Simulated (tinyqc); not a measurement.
Slices of the butterfly: square lattice in a magnetic field (Harper-Hofstadter model).

Landau gauge, lattice period 1: the magnetic cell has q sites j = 0 to q - 1 along x. H_jj = -2 ty cos(ky + 2 pi p j/q), H_(j,j+1) = -tx, and the bond from q - 1 back to 0 is H_(q-1,0) = -tx exp(i q kx). The levels depend on k only through cos(q kx) and cos(q ky), so the band edges lie at (0, 0) and (pi/q, pi/q).

Parameters, chosen for this exercise (out of a larger set: a lateral superlattice; not measured data): tx = 1.1 meV (hopping along x); ty = 1.2 meV (hopping along y); Q = 7 (denominator).

Flux P/Q for each P (p = P, q = Q): the lowest edge, the first gap, the widest gap with its r (the lower one of a mirror pair) and t_r from r = Q s + P t, |t| <= Q/2, and the total width of the bands.

Spectra (meV):

| flux | lowest edge | first gap | t of first gap | widest gap | its r | its t | total width |
|---|---|---|---|---|---|---|---|
| 1/7 | -3.6850 | 1.5800 | 1 | 1.5800 | 1 | 1 | 1.5158 |
| 2/7 | -3.1383 | 0.0231 | -3 | 1.8871 | 2 | 1 | 1.5591 |
| 3/7 | -3.0081 | 0.3244 | -2 | 1.7564 | 3 | 1 | 1.5348 |

How do the results move, and what explains it?

The widest gap carries t = 1 in every row, and its r equals P: it is the gap above the lowest Landau level, which holds P of the Q bands. The first gap is widest at 1/7 (t = 1) and narrowest at 2/7 (t = -3). The total width lies between 1.516 and 1.559 meV; its limit for large Q is 4 |tx - ty| = 0.4 meV.

Program tinyqc; command `OMP_NUM_THREADS=1 python tinyqc.py 1250818 1250819 out.jsonl`; about 0.02 s on one thread of a shared Intel(R) Xeon(R) Processor @ 2.30GHz.
